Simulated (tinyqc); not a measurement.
Worked calculation: Landau levels of massless Dirac electrons. Values are carried at full precision from step to step, so a last printed digit may differ when a step is redone from the rounded ones.

In a field B along z: l = 1/sqrt((e/hbar) B) is the magnetic length, n_B = B/(h/e) the number of states per area in one level, hbar wc = 2 muB B/m for mass m in m0; 1/angstrom^2 = 1e16/cm^2.

Constants: e/hbar = 1.519267448e-05 1/(T angstrom^2); h/e = 413566.7697 T angstrom^2; muB = 5.788381798e-05 eV/T; e^2/h = 3.874045865e-05 S.

Inputs chosen for the exercise (out of a larger set: near those of graphene; not measured data):
- B = 3 T (magnetic field)
- n = 9.9 x 1e11/cm^2 (electron sheet density)
- hv = 6.7 eV angstrom (hbar v)

## Scales set by the field

Give l, n_B and the filling factor nu = n/n_B.

l = 148.12 angstrom
n_B = 0.7254 x 1e11/cm^2
nu = 13.648

## The lowest levels

E_N = sqrt(2N) hv/l for N = 0, 1, 2, ... and the mirror levels below zero; each is fourfold (spin, valley), Zeeman splitting left out; half of level 0 belongs to the electrons.

List the eight lowest, in meV, with the gap to the next.

Levels:
```
label  E (meV)  gap above (meV)
0        0.000           63.969
1       63.969           26.497
2       90.465           20.332
3      110.797           17.140
4      127.937           15.101
5      143.038           13.652
6      156.691           12.555
7      169.245           11.686
```

The largest of these gaps, 63.97 meV, first occurs above level 0 and is kB T at 742 K.

## Where EF lies

Level 0 takes 2 n_B electrons and each higher level 4 n_B. At zero temperature and without broadening EF sits in the partly filled level.

Fill the listed levels in order up to nu; give the partly filled level, its energy and its filled share.

level: 3

EF = 110.797 meV
filled share = 0.912

## Fields of the Hall plateaus

A plateau is centred where nu = n/n_B equals 2, 6, 10, 14, 18, 22; there rho_xy = h/(nu e^2).

Plateaus:
```
nu   B (T)  1/B (1/T)  rho_xy (kohm)
2   20.472     0.0488        12.9064
6    6.824     0.1465         4.3021
10   4.094     0.2442         2.5813
14   2.925     0.3419         1.8438
18   2.275     0.4396         1.4340
22   1.861     0.5373         1.1733
```

## Checks

- Level 3 from the Dirac matrix in 40 oscillator states against the formula, meV: both 110.797.

(tinyqc, `OMP_NUM_THREADS=1 python tinyqc.py 1252439 1252440 out.jsonl`, Intel(R) Xeon(R) Processor @ 2.30GHz, 1 thread, shared host, about 0.01 s.)
